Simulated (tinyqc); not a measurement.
From lone donors to an impurity band: impurity band of shallow donors (Hubbard estimate).

Constants: e^2/(4 pi eps0) = 14.39964547 eV angstrom.

Parameters, chosen for this exercise (out of a larger set: near those of two donors in Si; not measured data):

| symbol | value | unit | meaning |
|---|---|---|---|
| a | 18.6 | angstrom | orbital radius |
| eps | 11.3 |  | dielectric constant |
| Ns | (0.034, 0.085, 0.2, 0.51, 1.2, 2.6, 5.1) | x 1e18/cm^3 | donor densities |

Donors on a simple cubic lattice of spacing R = N^(-1/3) (1/angstrom^3 = 1e24/cm^3), Ha* = q/(eps a), q = e^2/(4 pi eps0), x = R/a. Hopping t = Ha* (1 + x) exp(-x), band width B = 12 t, on-site repulsion U = (5/8) Ha*; the gap closes near B/U = 1.15. Valley factors and disorder are left out.

Results:

| N (1e18/cm^3) | R (angstrom) | N^(1/3) a | t (meV) | B (meV) | B/U |
|---|---|---|---|---|---|
| 0.034 | 308.7 | 0.060 | 7.48e-05 | 0.000897 | 2.10e-05 |
| 0.085 | 227.4 | 0.082 | 0.00443 | 0.0532 | 0.00124 |
| 0.20 | 171.0 | 0.109 | 0.0710 | 0.852 | 0.0199 |
| 0.51 | 125.2 | 0.149 | 0.633 | 7.60 | 0.177 |
| 1.2 | 94.1 | 0.198 | 2.64 | 31.6 | 0.739 |
| 2.6 | 72.7 | 0.256 | 6.74 | 80.9 | 1.89 |
| 5.1 | 58.1 | 0.320 | 12.4 | 149 | 3.48 |

How do the results move, and what explains it?

B/U passes 1.15 between 1.2 and 2.6 x 1e18/cm^3; the root is x = 4.52, N^(1/3) a = 0.221, N = 1.7 x 1e18/cm^3, below the 2.7 that the empirical rule N^(1/3) a = 0.26 gives; the estimate is rough, since random positions, the overlap of the orbitals and screening are left out. While N grows by 150 times, t grows by 1.66e+05 times.

Computed by tinyqc, a small Python program: `OMP_NUM_THREADS=1 python tinyqc.py 1250787 1250788 out.jsonl` (the numbers bound the seed that draws the inputs); one thread of a shared host (Intel(R) Xeon(R) Processor @ 2.30GHz), about 0.01 s for the whole set of steps.
